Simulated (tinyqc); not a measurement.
# Growing the supercell

Model: Koster-Slater impurity in a tight-binding band, by Green functions and by supercells. Computed by tinyqc, a small Python program. Command: `OMP_NUM_THREADS=1 python tinyqc.py 3008654 3008655 out.jsonl kosterslater sweep`. One thread of a shared host (Intel(R) Xeon(R) Processor @ 2.30GHz), about 0.06 s of CPU time with the checks.

One orbital per site, e(k) = -2 t sum cos(k_i) over 3 direction(s), band from -6 t to 6 t, lattice constant 1. One site has the extra energy U. Spin is left out.

Inputs (values chosen for the exercise, for a model band): hopping t = 1.4 eV; impurity potential U = -11.2 eV.

Lattice: simple cubic.

Method:
- Outside the band G0(E) = (1/pi) int_0^pi dk (2/(pi z)) K(16 t^2/z^2), z = E + 2 t cos k, K the complete elliptic integral with parameter m; 200 Gauss-Legendre points.
- A bound state solves 1/U = G0(E).
- Bisection in ln(distance from the edge) between 1e-5 t and |U| + t. Weight on the impurity site: -1/(U^2 dG0/dE), by a central difference with step min(1e-4 t, distance/30). Decay length along an axis: 1/arccosh(1 + distance/(2 t)).
- In a periodic cell of N sites along each direction with Bloch vector K, the level solves 1/U = N^-d sum_k 1/(E - e(k)), k_i = (2 pi m_i + K_i)/N, m_i = 0..N-1; the outermost root on the side of U is taken (bisection). d is the number of directions. Gamma means K_i = 0, the zone corner K_i = pi, the quarter point K_i = pi/2.
- The error is measured against the isolated level E_b.

One run for each value:

| supercell edge N (sites) | error at Gamma (eV) | width between Gamma and the corner (eV) | level at Gamma (eV) | level at the quarter point (eV) |
|---|---|---|---|---|
| 2 | -1.0919e+00 | 2.1974e+00 | -13.397 | -12.279 |
| 3 | -1.7523e-01 | 3.3558e-01 | -12.481 | -12.305 |
| 4 | -2.8009e-02 | 5.4031e-02 | -12.333 | -12.305 |
| 5 | -4.6713e-03 | 9.1423e-03 | -12.310 | -12.305 |
| 6 | -8.1679e-04 | 1.6146e-03 | -12.306 | -12.305 |
| 8 | -2.7753e-05 | 5.5341e-05 | -12.305 | -12.305 |
| 10 | -1.0315e-06 | 2.0616e-06 | -12.305 | -12.305 |

Over the rows, error at Gamma (eV) rises from -1.09 to -1.03e-6 (exponent d ln y / d ln x -4.5 between the first rows and -15 between the last); width between Gamma and the corner (eV) falls from 2.20 to 2.06e-6 (exponent d ln y / d ln x -4.6 between the first rows and -15 between the last); level at Gamma (eV) rises from -13.4 to -12.3.

Extremes, crossings and ranges named in words are read from the listed rows.
